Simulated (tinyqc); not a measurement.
Drift velocity with scattering: Wannier-Stark ladder of a miniband.

Constants: hbar = 6.58211957e-16 eV s.

Inputs chosen for the exercise (out of a larger set: near those of an InGaAs/InAlAs superlattice; not measured data): W = 20 meV (miniband width); d = 74 angstrom (period); G = 3 meV (hbar/tau).

Esaki-Tsu: v = v0 y/(1 + y^2), y = e F d/G, v0 = W d/(2 hbar), at zero temperature; 1 angstrom/s = 1e-8 cm/s, 1 kV/cm = 0.01 meV/angstrom. The last column is dv/dF in cm^2/(V s).

Results:

| y | F (kV/cm) | v (1e6 cm/s) | dv/dF |
|---|---|---|---|
| 0.1 | 0.41 | 1.11 | 2691 |
| 0.3 | 1.22 | 3.09 | 2124 |
| 0.6 | 2.43 | 4.96 | 960 |
| 1.0 | 4.05 | 5.62 | 0 |
| 1.5 | 6.08 | 5.19 | -328 |
| 2.5 | 10.14 | 3.88 | -277 |
| 4.0 | 16.22 | 2.65 | -144 |

v0 = 11.24 x 1e6 cm/s
field at y = 1 = 4.05 kV/cm

The velocity peaks at v0/2 = 5.62 x 1e6 cm/s at 4.05 kV/cm and then falls: negative differential velocity, steepest at y = sqrt3 with -v0/(8 Fc) = -347 cm^2/(V s). The low-field mobility is v0/Fc = 2773 cm^2/(V s). At the peak the swing is W/G = 6.7 periods, so the semiclassical picture holds.

Run: tinyqc, `OMP_NUM_THREADS=1 python tinyqc.py 1280214 1280215 out.jsonl`; Intel(R) Xeon(R) Processor @ 2.30GHz, one thread, shared host; about 0.01 s of CPU time with all checks.
